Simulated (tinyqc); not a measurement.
## Delay unit and parasitic delay from two ring oscillators

Inverse problem. A ring of 21 inverters oscillates at 1/(2 x 21 d), with stage delay d = tau (h + p) for fan-out h. Find tau, p and the delay at fan-out 4.

frequencies of 21-stage ring oscillators with fan-out 2 and 6 (GHz): 2.9032464  1.1904167

Answer. d is a straight line in h with slope tau and intercept tau p.

tau = 2.95 ps
p = 0.780
delay at fan-out 4 = 14.1 ps

Computed by the program tinyqc: `OMP_NUM_THREADS=1 python tinyqc.py 2082204 2082205 out.jsonl`, one thread of a shared Intel Xeon 2.30GHz, about 0.01 s for the whole run.
